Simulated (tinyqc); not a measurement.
# Stress from a rosette of three resistors

Inverse problem. In the (001) plane dR/R(0) = p11 sxx + p12 syy, dR/R(90) = p12 sxx + p11 syy and dR/R(45) = (p11 + p12)(sxx + syy)/2 + p44 sxy. Find the three stresses.

Parameters, values chosen for the exercise:
```
symbol,value,unit,meaning
p11,6.96,x 1e-11/Pa,piezoresistive coefficient
p12,-1.17,x 1e-11/Pa,piezoresistive coefficient
p44,141,x 1e-11/Pa,piezoresistive coefficient
```

dR/R at 0, 45 and 90 degrees (%): 1.2910200  -1.4474400  0.6081

Solution. The first and third give sxx and syy; the 45-degree value less their mean is p44 sxy.

sxx = 206 MPa
syy = 122 MPa
sxy = -17.0 MPa

Program tinyqc, `OMP_NUM_THREADS=1 python tinyqc.py 2530036 2530037 out.jsonl`; Intel Xeon 2.30GHz, shared host, one thread, about 0.01 s.
